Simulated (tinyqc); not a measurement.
## Long-channel MOSFET, surface-potential model: transfer curve from weak to strong inversion

n-channel transistor on a uniformly doped p-type body, gradual-channel approximation, constant mobility, Boltzmann statistics, full ionisation. Potentials are counted from the neutral body; V is the electron quasi-Fermi potential, Vsb at the source and Vsb + Vds at the drain. Charges are magnitudes per area.

ni = sqrt(Nc Nv) exp(-Eg/(2 Vt)), Eg in volts; phiF = Vt ln(Na/ni); Cox = eps0 eox/tox; gamma = sqrt(2 q eps0 eps_r Na)/Cox. The surface potential psi at channel potential V solves Vgs + Vsb - Vfb - psi = gamma sqrt(G), G = psi - Vt + Vt exp((psi - 2 phiF - V)/Vt). Charge sheet: Qi = Cox gamma [sqrt(G) - sqrt(psi - Vt)]; I = mu (W/L) [integral of Qi dpsi from psi_0 to psi_L (drift) + Vt (Qi0 - QiL) (diffusion)], with psi_0 at V = Vsb and psi_L at V = Vsb + Vds. Pao-Sah: Qi(V) = (Cox gamma/2) integral from 3 Vt to psi of exp((u - 2 phiF - V)/Vt)/sqrt(G(u, V)) du, and I = mu (W/L) integral of Qi dV from Vsb to Vsb + Vds. Square law: VT = Vfb + 2 phiF + gamma sqrt(2 phiF + Vsb), m = 1 + gamma/(2 sqrt(2 phiF + Vsb)), I = mu Cox (W/L) [(Vgs - VT) v - m v^2/2] with v the smaller of Vds and (Vgs - VT)/m, and zero below VT. gm = dI/dVgs of the charge-sheet current.

Values chosen for this exercise; material values close to those of silicon:
```
symbol    value        unit                                      meaning
T           300           K                                  temperature
Eg          1.1          eV                                     band gap
eps_r      11.5               relative permittivity of the semiconductor
Nc      2.78e19       cm^-3       conduction-band density of states at T
Nv      2.68e19       cm^-3          valence-band density of states at T
Na       1.9e17       cm^-3                 acceptor density of the body
eox        7.21              relative permittivity of the gate insulator
tox          39          nm                          insulator thickness
Vfb       -0.89           V                            flat-band voltage
mu          240  cm^2/(V s)                             channel mobility
W            20          um                                   gate width
L             5          um                                  gate length
Vsb           0           V                     source-body reverse bias
Vds         0.1           V                         drain-source voltage
```

Constants: q = 1.602176634e-19 C, kB = 1.380649e-23 J/K, Vt = kB T/q, eps0 = 8.8541878128e-14 F/cm where lengths are in cm. Results are converted to the units shown.

Transfer curve from weak to strong inversion:
```
Vgs (V),"I, charge sheet (uA)","I, Pao-Sah (uA)",drift share (%),gm/I (1/V),"I, square law (uA)"
1.15,0.002277,0.002321,0.5898,19.93,0
1.27,0.02446,0.02488,5.823,19.27,0
1.4,0.2287,0.2325,31.09,14.35,0.1080
1.52,0.9066,0.9212,57.91,8.867,1.244
1.65,2.202,2.237,75.51,5.197,3.280
1.77,3.670,3.727,83.57,3.502,5.165
1.9,5.396,5.478,88.20,2.524,7.208
2.02,7.057,7.162,90.73,1.988,9.094
2.15,8.902,9.031,92.51,1.609,11.14
```

What does the table show?

The charge-sheet current rises from 0.00228 to 8.90 uA. In the first row gm/I is 19.9 1/V, a swing of 116 mV a decade, against Vt ln 10 = 59.5 mV a decade for an ideal gate; in the last it is 1.61 1/V. Drift passes half of the current at Vgs = 1.52 V among the rows listed (VT = 1.35 V). The charge sheet departs most from Pao-Sah at Vgs = 1.15 V, where it is 1.9 % below it. In the last row the square law is 23 % above Pao-Sah.

tinyqc, about 0.05 s, one thread, Intel Xeon 2.30GHz (shared host): `OMP_NUM_THREADS=1 python tinyqc.py 2360065 2360066 out.jsonl`
